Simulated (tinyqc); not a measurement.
Hubbard chain of 3 sites, step by step. One step of it, computed by the program tinyqc.

Problem. Mean-field iteration 3. H(up) = T + U n(down), H(down) = T + U n(up); fill the lowest levels; n(new) = n + mixing (n(out) - n); E = tr T (rho up + rho down) + U sum n_up n_down of the output.

one-body matrix (hopping and site energies) (eV), lower triangle:
```
           1          2         3
1   0.000000
2  -1.570000   0.000000
3   0.000000  -1.570000  0.000000
```

U = 2.300000 eV

electrons, up and down: 2  2

mixing = 1

n(up) after iteration 2: 1 0.746449, 2 0.507102, 3 0.746449

n(down) after iteration 2: 1 0.690563, 2 0.618875, 3 0.690563

Give: levels, up; levels, down; energy; n(up) after iteration 3; n(down) after iteration 3.

Solution.

levels, up (eV): -0.7160  1.5883  3.7277

levels, down (eV): -0.7957  1.7168  3.6789

energy = -1.3018 eV

n(up) after iteration 3: 1 0.7407, 2 0.5186, 3 0.7407

n(down) after iteration 3: 1 0.7192, 2 0.5615, 3 0.7192
